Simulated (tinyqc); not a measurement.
Polar nitride quantum well with polarisation fields, step by step. Values are carried at full precision from step to step, so a last printed digit may differ when a step is redone from the rounded ones.

Growth along [0001]. e_par = (a_sub - a)/a, Ppz = 2 e_par (e31 - e33 C13/C33), P = Psp + Ppz in each layer; strain relaxation and the strain shift of the gaps are left out, although thick layers with more than about 1 % mismatch would relax.

Constants: hbar^2/2m0 = 3.80998211 eV angstrom^2; hc = 1239.841984 eV nm.

Values chosen for the exercise (near those of a GaN well in AlGaN; shifted at random, so the results belong to these values and not to a real crystal):
- a_w = 3.189 angstrom (lattice constant a, well)
- a_b = 3.151 angstrom (lattice constant a, barrier)
- a_sub = 3.189 angstrom (in-plane lattice constant of the stack)
- Psp_w = -0.0327 C/m^2 (spontaneous polarisation)
- Psp_b = -0.0544 C/m^2 (spontaneous polarisation)
- e31_w = -0.342 C/m^2
- e31_b = -0.435 C/m^2
- e33_w = 0.639 C/m^2
- e33_b = 1.039 C/m^2
- C_w = 0.263 (C13/C33)
- C_b = 0.285 (C13/C33)
- Lw = 31 angstrom (well width)
- Lb = 80 angstrom (barrier width)
- eps_w = 10.2 (dielectric constant)
- eps_b = 10.2 (dielectric constant)
- Eg = 3.44 eV (gap of the well)
- Vc = 0.787 eV (conduction offset)
- Vv = 0.371 eV (valence offset)
- me = 0.2 m0 (electron, well)
- meb = 0.259 m0 (electron, barrier)
- mh = 1.27 m0 (hole, everywhere)

## Strain and polarisation

Give strain and polarisation of well and barrier; the bound sheet charge is |P_w - P_b|/e with e = 1.602176634e-19 C.

Layers:
```
layer      e_par  Ppz (C/m^2)  P (C/m^2)
well     0.00000      0.00000   -0.03270
barrier  0.01206     -0.01763   -0.07203
```

sheet charge = 2.455 x 1e13/cm^2

Of P_w - P_b = +0.0393 C/m^2 the piezoelectric part gives +0.0176 and the spontaneous part +0.0217.

## Built-in fields

In a periodic stack without free charge the potential drop over a period vanishes: F_w = (P_b - P_w) Lb/(eps0 (eps_w Lb + eps_b Lw)), F_b = -F_w Lw/Lb, eps0 = 8.8541878e-12 F/m; 1 MV/cm = 1e8 V/m = 0.01 V/angstrom.

Give both fields and the drop |F_w| Lw across the well.

F_w = -3.139 MV/cm
F_b = 1.216 MV/cm
drop = 0.973 eV

## Levels with and without the field

Envelope functions on cells of 0.25 angstrom over barrier, well, barrier (widths Lb, Lw, Lb), psi = 0 beyond, psi'/m continuous (mean mass between points), c = hbar^2/2m0. With u(z) the integral of e F (F_w in the well, F_b = -F_w Lw/Lb in the barriers, 1 MV/cm = 0.01 V/angstrom), zero at the centre of the well, the electron sees u plus Vc in the barriers and the hole -u plus Vv. The transition is Eg + E_e + E_h; excitons are left out.

Ground states of electron and hole, their centres, the squared overlap, the transition and its wavelength hc/E.

Results:
```
case            E_e (eV)  E_h (eV)  <z>_e  <z>_h  overlap^2  E (eV)     nm
no field          0.1050    0.0219    0.0    0.0      0.983  3.5669  347.6
built-in field   -0.0434   -0.2477    8.5  -11.9     0.0314  3.1489  393.7
```

The field shifts the line by -418 meV, below the gap of the well material, pulls the carriers 20.4 angstrom apart and, with the rate proportional to overlap^2, lengthens the radiative lifetime by a factor 31.3.

## Estimate from two triangular wells

For a strong field: E = Eg - |e F_w| Lw + a0 (c (e F_w)^2)^(1/3) (me^(-1/3) + mh^(-1/3)), a0 = 2.338107, hard walls, c = hbar^2/2m0, 1 MV/cm = 0.01 V/angstrom.

electron term = 0.6214 eV
hole term = 0.3356 eV
E = 3.4238 eV

Both terms lie below the drop across the well, but the estimate also takes the near wall as infinitely high. Against the grid result 3.1489 eV the estimate errs by +275 meV: +178 from the electron and +97 from the hole, since hard walls stand in for offsets of 0.787 and 0.371 eV into which the carriers leak.

## Checks

- Electron level without field against the matching condition of the square well, eV: both 0.105.

tinyqc: `OMP_NUM_THREADS=1 python tinyqc.py 1250296 1250297 out.jsonl`; about 0.1 s, one thread, shared Intel(R) Xeon(R) Processor @ 2.30GHz.
